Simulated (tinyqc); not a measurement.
Geometry optimisation on the RHF/6-31g surface (energies and gradients from PySCF), for H2, spin multiplicity 1, step by step. One step of it, computed by the program tinyqc.

Question. Step 1: move. Quasi-Newton step p = -H^(-1) g (first H = 0.6 times the unit matrix); steps longer than 0.1 bohr are cut back (factor 0.843 here).

positions at the start (bohr):
```
           x         y         z
1H  0.000000  0.000000  0.000000
2H  0.000000  0.000000  1.538237
```

gradient (hartree/bohr):
```
             x           y            z
1H  0.00000000  0.00000000  -0.05031720
2H  0.00000000  0.00000000   0.05031720
```

Give: positions after step 1.

Answer.

positions after step 1 (bohr):
```
         x       y       z
1H  0.0000  0.0000  0.0707
2H  0.0000  0.0000  1.4675
```
